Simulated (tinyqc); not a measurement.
Two-step dopant diffusion (predeposition and drive-in) with a constant diffusivity: one step, computed by the program tinyqc.

Fick diffusion into a half space x > 0 whose background doping C_B is of the opposite type, so that a junction lies where C = C_B.

Task: Sheet resistance. Net dose Q_net = Q erf(x_j/(2 sqrt((Dt)2))) - C_B x_j; R_s = 1/(e mu Q_net), with every dopant ionised and one mobility.

Inputs (values chosen for the exercise, modelled on arsenic in silicon):
```
quantity,value,unit
surface concentration C_s,1.1e+19,1/cm^3
background doping C_B,1.1e+15,1/cm^3
predeposition temperature T1,1025,C
drive-in temperature T2,1000,C
mean mobility in the layer mu,83,cm^2/(V s)
```

dose Q = 2.566197e+13 1/cm^2

junction depth x_j = 0.08763532 um

drive-in budget (Dt)2 = 2.106991e-12 cm^2

Constants: e = 1.602176634e-19 C.

Give: net dose; sheet resistance R_s (Gaussian).

Result:

net dose = 2.565e+13 1/cm^2

sheet resistance R_s (Gaussian) = 2932 ohm/square

Caution: the drive-in budget is under fifteen times D1 t1, so the source is not thin and the Gaussian junction is too shallow. Caution: the surface value exceeds the intrinsic carrier density during the drive-in as well. Caution: C_s exceeds the intrinsic carrier density of silicon at the predeposition temperature (2e18 to 1e19 per cm^3), where real diffusivities rise with concentration and profiles turn box-like.
